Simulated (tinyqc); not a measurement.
Worked calculation: UHF in the sto-3g basis, for H4, spin multiplicity 3. This run ends on a higher stationary point, not on the lowest solution. Computed by tinyqc, a small Python program that keeps every step (integrals from PySCF). Settings: charge = 0, multiplicity = 3, basis = sto-3g, energy threshold = 1e-08, iteration cap = 85, orthogonalisation = canonical, start = core, DIIS depth = 4, method = UHF. Command: `OMP_NUM_THREADS=1 python tinyqc.py 31653 31654 out.jsonl` (the two numbers bound the seeds that draw the settings). One thread of a shared host (Intel(R) Xeon(R) Processor @ 2.60GHz), about 0.09 s of CPU time with the checks.

Geometry (angstrom):
```
atom         x         y         z
H     0.000000  0.000000  0.000000
H     0.000000  0.000000  1.433000
H     0.000000  1.142000  0.000000
H     0.000000  1.142000  1.433000
```

Stop when the energy changes by less than 1e-08 hartree and every element of the error matrix X^T (F D S - S D F) X (for each spin) is below 3e-05.

Course of the cycle:
```
iteration  E (hartree)    change  largest element of the error matrix
1          -1.85529732         -                             1.12e-15
2          -1.85529732  0.000000                             4.88e-16
```

Can the last value be used, and what does the course show?

No, though the log alone does not show it. Converged in 2 iterations. But the solution lies 0.00124 hartree above the reference: it is another stationary point, not the lowest one. Reruns (cap 100 unless said): DIIS 8: converged in 2 to a higher stationary point; damping 0.5: converged in 2 to a higher stationary point; level shift 0.5: converged in 2 to a higher stationary point; atomic densities as start, DIIS 8: converged in 3 to a higher stationary point. PySCF UHF in the same basis, after a stability check = -1.85653855 hartree.
